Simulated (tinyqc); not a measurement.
# Trap density from one capacitance

Inverse problem. Traps spread evenly through the insulator exchange electrons with the semiconductor by tunnelling, with tau(x) = t0 exp(2 ka x) at depth x from the interface. The admittance per area Y seen at depth x obeys dY/dx = -Y^2/(i w eps0 eox) + q Nb ln(1 + i w tau)/tau, with Y(0) = i w Cs and w = 2 pi f; the gate sees Y(tox) = G + i w C. Working variable y = Y/(i w), in uF/cm^2. Cox = eps0 eox/tox. Find Nb and G/w.

Values chosen for this exercise:
- eox = 8.57 (relative permittivity of the insulator)
- tox = 5.3 nm (insulator thickness)
- Cs = 3.5 uF/cm^2 (semiconductor capacitance in accumulation)
- ka = 5 1/nm (decay constant of the wave function in the insulator)
- t0 = 1e-10 s (time constant of a trap at the interface)
- f = 1000 Hz (frequency)

Constants: q = 1.602176634e-19 C, eps0 = 8.8541878128e-14 F/cm where lengths are in cm. Results are converted to the units shown.

C = 1.1598993 uF/cm^2

Answer. C rises steadily with Nb, so one density matches; in practice ka and t0 must come from the frequency dependence.

Nb = 4.50e19 cm^-3 eV^-1
G/w = 0.0205 uF/cm^2

Computed by the program tinyqc: `OMP_NUM_THREADS=1 python tinyqc.py 2202038 2202039 out.jsonl`, one thread of a shared Intel Xeon 2.30GHz, about 0.4 s for the whole run.
